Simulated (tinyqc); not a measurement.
Inside a calculation. Method: RHF in the 6-31g basis, for H-, spin multiplicity 1. The basis has no diffuse functions, so it cannot describe the extra electron: this is an exercise in the method, not the real anion. Computed by tinyqc, a small Python program that keeps every step (integrals from PySCF). Settings: charge = -1, multiplicity = 1, basis = 6-31g, energy threshold = 1e-08, iteration cap = 82, orthogonalisation = symmetric, start = highest core orbitals, DIIS depth = 4, DIIS from iteration = 2, method = RHF. Command: `OMP_NUM_THREADS=1 python tinyqc.py 27662 27663 out.jsonl` (the two numbers bound the seeds that draw the settings). One thread of a shared host (Intel(R) Xeon(R) Processor @ 2.60GHz), about 0.05 s of CPU time with the checks. Later iterations appear only in the table of the cycle.

## One-electron integrals

Geometry (angstrom):
```
atom         x         y         z
H     0.000000  0.000000  0.000000
```

Basis 6-31g: exponents (1/bohr^2) and contraction coefficients of normalised primitives:
```
element  l (shell)   exponent  coefficient
H            s (1)  18.731137     0.033495
H            s (1)   2.825394     0.234727
H            s (1)   0.640122     0.813757
H            s (2)   0.161278     1.000000
```

Overlap, kinetic and nuclear-attraction integrals over the contracted functions; the nuclear repulsion is the sum of Za Zb / Rab.

nuclear repulsion = 0 hartree

overlap S, order 1H 1s, 1H 2s:
$$\begin{pmatrix}
1.000000 & 0.658292 \\
0.658292 & 1.000000
\end{pmatrix}$$

kinetic energy T (hartree), order 1H 1s, 1H 2s:
$$\begin{pmatrix}
1.395678 & 0.259735 \\
0.259735 & 0.241917
\end{pmatrix}$$

nuclear attraction V (hartree), order 1H 1s, 1H 2s:
$$\begin{pmatrix}
-1.653231 & -0.742311 \\
-0.742311 & -0.640851
\end{pmatrix}$$

core Hamiltonian H = T + V (hartree), order 1H 1s, 1H 2s:
$$\begin{pmatrix}
-0.257552 & -0.482576 \\
-0.482576 & -0.398935
\end{pmatrix}$$

## Two-electron integrals

Functions are numbered as in S; the eight-fold symmetry (ij|kl) = (ji|kl) = (kl|ij) leaves the list below.

Two-electron integrals (ij|kl) in chemists' order, unique and non-zero (hartree):
```
(11|11) 1.076566   (21|11) 0.578470   (21|21) 0.329423   (22|11) 0.587396
(22|21) 0.361304   (22|22) 0.453150
```

## Orthogonalisation

S = U s U^T; symmetric (Loewdin) form X = U s^(-1/2) U^T, so that X^T S X = 1.

eigenvalues of S: [0.341708, 1.658292]

X, order 1H 1s, 1H 2s:
$$\begin{pmatrix}
1.243622 & -0.467072 \\
-0.467072 & 1.243622
\end{pmatrix}$$

## Starting guess

The start is the highest orbitals of the core Hamiltonian (a deliberately bad start); D = 2 C_occ C_occ^T.

D at the start, order 1H 1s, 1H 2s:
$$\begin{pmatrix}
3.164112 & -2.892312 \\
-2.892312 & 2.643860
\end{pmatrix}$$

## Iteration 1: building the Fock matrix

J_ij = sum D_kl (ij|kl), K_ij = sum D_kl (ik|jl); F = H + J - 0.5 K; E = tr D H + tr D J / 2 - 0.25 tr D K + E_nn.

Coulomb J (hartree), order 1H 1s, 1H 2s:
$$\begin{pmatrix}
1.613135 & 0.879992 \\
0.879992 & 0.966646
\end{pmatrix}$$

exchange K (hartree), order 1H 1s, 1H 2s:
$$\begin{pmatrix}
0.931091 & 0.133855 \\
0.133855 & 0.150391
\end{pmatrix}$$

Fock matrix F (hartree), order 1H 1s, 1H 2s:
$$\begin{pmatrix}
0.890037 & 0.330489 \\
0.330489 & 0.492515
\end{pmatrix}$$

total energy of this density = 1.56421681 hartree

## Iteration 1: diagonalisation and new density

Diagonalise F' = X^T F X, C = X C', fill 1 alpha and 1 beta electrons from the bottom; D = 2 C_occ C_occ^T. Each column has its largest component positive (the first on a tie).

F' = X^T F X (hartree):
$$\begin{pmatrix}
1.100037 & -0.219840 \\
-0.219840 & 0.571953
\end{pmatrix}$$

orbital energies (hartree): MO1 0.492414, MO2 1.179576

coefficients C, order 1H 1s, 1H 2s:
$$\begin{pmatrix}
-0.016103 & 1.328342 \\
1.010527 & -0.862315
\end{pmatrix}$$

D after iteration 1, order 1H 1s, 1H 2s:
$$\begin{pmatrix}
0.000519 & -0.032546 \\
-0.032546 & 2.042330
\end{pmatrix}$$

## Iteration 2: building the Fock matrix

As before.

Coulomb J (hartree), order 1H 1s, 1H 2s:
$$\begin{pmatrix}
1.162562 & 0.716759 \\
0.716759 & 0.902270
\end{pmatrix}$$

exchange K (hartree), order 1H 1s, 1H 2s:
$$\begin{pmatrix}
0.635696 & 0.708363 \\
0.708363 & 0.902136
\end{pmatrix}$$

Fock matrix F (hartree), order 1H 1s, 1H 2s:
$$\begin{pmatrix}
0.587161 & -0.119999 \\
-0.119999 & 0.052267
\end{pmatrix}$$

total energy of this density = -0.33430835 hartree

## Iteration 2: diagonalisation and new density

As before.

F' = X^T F X (hartree):
$$\begin{pmatrix}
1.058909 & -0.583187 \\
-0.583187 & 0.348334
\end{pmatrix}$$

orbital energies (hartree): MO1 0.020733, MO2 1.386509

coefficients C, order 1H 1s, 1H 2s:
$$\begin{pmatrix}
0.201855 & 1.313015 \\
0.855509 & -1.016296
\end{pmatrix}$$

D after iteration 2, order 1H 1s, 1H 2s:
$$\begin{pmatrix}
0.081491 & 0.345378 \\
0.345378 & 1.463790
\end{pmatrix}$$

## Iteration 3: building the Fock matrix

As before.

Coulomb J (hartree), order 1H 1s, 1H 2s:
$$\begin{pmatrix}
1.347136 & 0.803564 \\
0.803564 & 0.960757
\end{pmatrix}$$

exchange K (hartree), order 1H 1s, 1H 2s:
$$\begin{pmatrix}
0.969518 & 0.892662 \\
0.892662 & 0.939735
\end{pmatrix}$$

Fock matrix F (hartree), order 1H 1s, 1H 2s:
$$\begin{pmatrix}
0.604825 & -0.125343 \\
-0.125343 & 0.091955
\end{pmatrix}$$

total energy of this density = -0.42048890 hartree

## Iteration 3: DIIS over 2 matrices

error matrix X^T (FDS - SDF) X:
$$\begin{pmatrix}
0.000000 & -0.069465 \\
0.069465 & 0.000000
\end{pmatrix}$$

B (overlaps of the stored error matrices):
$$\begin{pmatrix}
3.9019236e-01 & 6.1364668e-02 \\
6.1364668e-02 & 9.6506825e-03
\end{pmatrix}$$

Minimise |sum c_i e_i|^2 with sum c_i = 1: solve [B -1; -1 0][c; lambda] = [0; -1] with B_ij = tr e_i^T e_j, and take F = sum c_i F_i.

DIIS coefficients: [-0.186616, 1.186616]

extrapolated F (hartree), order 1H 1s, 1H 2s:
$$\begin{pmatrix}
0.608121 & -0.126341 \\
-0.126341 & 0.099362
\end{pmatrix}$$

## Iteration 3: diagonalisation and new density

As before.

F' = X^T F X (hartree):
$$\begin{pmatrix}
1.108967 & -0.633909 \\
-0.633909 & 0.433110
\end{pmatrix}$$

orbital energies (hartree): MO1 0.052682, MO2 1.489395

coefficients C, order 1H 1s, 1H 2s:
$$\begin{pmatrix}
0.239453 & 1.306681 \\
0.825991 & -1.040429
\end{pmatrix}$$

D after iteration 3, order 1H 1s, 1H 2s:
$$\begin{pmatrix}
0.114676 & 0.395572 \\
0.395572 & 1.364521
\end{pmatrix}$$

## Iteration 4: building the Fock matrix

As before.

Coulomb J (hartree), order 1H 1s, 1H 2s:
$$\begin{pmatrix}
1.382623 & 0.819964 \\
0.819964 & 0.971536
\end{pmatrix}$$

exchange K (hartree), order 1H 1s, 1H 2s:
$$\begin{pmatrix}
1.030614 & 0.922011 \\
0.922011 & 0.941953
\end{pmatrix}$$

Fock matrix F (hartree), order 1H 1s, 1H 2s:
$$\begin{pmatrix}
0.609764 & -0.123617 \\
-0.123617 & 0.101625
\end{pmatrix}$$

total energy of this density = -0.42244083 hartree

## Iteration 4: DIIS over 3 matrices

error matrix X^T (FDS - SDF) X:
$$\begin{pmatrix}
0.000000 & 0.001659 \\
-0.001659 & 0.000000
\end{pmatrix}$$

B (overlaps of the stored error matrices):
$$\begin{pmatrix}
3.9019236e-01 & 6.1364668e-02 & -1.4652687e-03 \\
6.1364668e-02 & 9.6506825e-03 & -2.3043949e-04 \\
-1.4652687e-03 & -2.3043949e-04 & 5.5024462e-06
\end{pmatrix}$$

As before.

DIIS coefficients: [-0.073848, 0.483662, 0.590186]

extrapolated F (hartree), order 1H 1s, 1H 2s:
$$\begin{pmatrix}
0.609044 & -0.124719 \\
-0.124719 & 0.100593
\end{pmatrix}$$

## Iteration 4: diagonalisation and new density

As before.

F' = X^T F X (hartree):
$$\begin{pmatrix}
1.108780 & -0.632300 \\
-0.632300 & 0.433333
\end{pmatrix}$$

orbital energies (hartree): MO1 0.054216, MO2 1.487896

coefficients C, order 1H 1s, 1H 2s:
$$\begin{pmatrix}
0.238928 & 1.306777 \\
0.826409 & -1.040097
\end{pmatrix}$$

D after iteration 4, order 1H 1s, 1H 2s:
$$\begin{pmatrix}
0.114173 & 0.394904 \\
0.394904 & 1.365903
\end{pmatrix}$$

## Iteration 8 (converged): orbitals

converged F (hartree), order 1H 1s, 1H 2s:
$$\begin{pmatrix}
0.609643 & -0.123666 \\
-0.123666 & 0.101393
\end{pmatrix}$$

As before.

F' = X^T F X (hartree):
$$\begin{pmatrix}
1.108658 & -0.631254 \\
-0.631254 & 0.433477
\end{pmatrix}$$

orbital energies (hartree): MO1 0.055212, MO2 1.486923

coefficients C, order 1H 1s, 1H 2s:
$$\begin{pmatrix}
0.238585 & 1.306840 \\
0.826681 & -1.039880
\end{pmatrix}$$

D after iteration 8, order 1H 1s, 1H 2s:
$$\begin{pmatrix}
0.113846 & 0.394468 \\
0.394468 & 1.366804
\end{pmatrix}$$

## Convergence

Stop when the energy changes by less than 1e-08 hartree and every element of the error matrix X^T (F D S - S D F) X is below 3e-05.

Course of the cycle:
```
iteration  E (hartree)     change  largest element of the error matrix
1           1.56421681          -                             4.32e-01
2          -0.33430835  -1.90e+00                             4.42e-01
3          -0.42048890  -8.62e-02                             6.95e-02
4          -0.42244083  -1.95e-03                             1.66e-03
5          -0.42244176  -9.30e-07                             6.55e-04
6          -0.42244186  -1.05e-07                             4.07e-04
7          -0.42244193  -6.62e-08                             2.76e-06
8          -0.42244193  -3.04e-12                             1.52e-08
```

PySCF RHF in the same basis = -0.42244193 hartree

Converged in 8 iterations.

## Populations

Mulliken: Z minus the diagonal of D S on the atom; Loewdin: the same with S^(1/2) D S^(1/2).

Charges (e):
```
atom   Mulliken    Loewdin
1H    -1.000000  -1.000000
```
